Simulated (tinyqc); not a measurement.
From results back to parameters: thin-film optics by transfer matrices. Three cases, with inputs chosen for the exercise.

Problem. A bare substrate in air: with rho = tan(Psi) exp(i Delta), Delta = 180 degrees at small angles on a dielectric, conj(eps) = sin^2(theta) [1 + tan^2(theta) ((1 - rho)/(1 + rho))^2], and n + i k = sqrt(eps).

Find: rho; eps; n; k.

Method. Form rho, insert it, conjugate, and take the root with k >= 0.

Case 1.

Values chosen (out of a larger set: indices near those of resist on Si; not measured data): lam = 365 nm (vacuum wavelength); theta_e = 65 degrees (angle of the ellipsometer).

Psi = 30.9727 degrees
Delta = 166.9006 degrees

Solution.

rho = -0.5846+0.1360i
eps = 35.51+36.02i
n = 6.561
k = 2.745

Case 2.

Values chosen (out of a larger set: indices near those of Si3N4, SiO2 on polySi; not measured data): lam = 633 nm (vacuum wavelength); theta_e = 60 degrees (angle of the ellipsometer).

Psi = 23.7974 degrees
Delta = 179.4452 degrees

Solution.

rho = -0.4410+0.0043i
eps = 15.70+0.32i
n = 3.962
k = 0.040

Case 3.

Values chosen (out of a larger set: indices near those of resist, SiO2 on polySi; not measured data): lam = 193 nm (vacuum wavelength); theta_e = 70 degrees (angle of the ellipsometer).

Psi = 34.3991 degrees
Delta = 90.7084 degrees

Solution.

rho = -0.0085+0.6846i
eps = -4.15+4.60i
n = 1.011
k = 2.275

Computed by tinyqc, one run a case: `OMP_NUM_THREADS=1 python tinyqc.py N N+1 out.jsonl` with N = 1651215, 1651221, 1651235; one thread of a shared Intel(R) Xeon(R) Processor @ 2.30GHz, about 0.01 s a run at most.
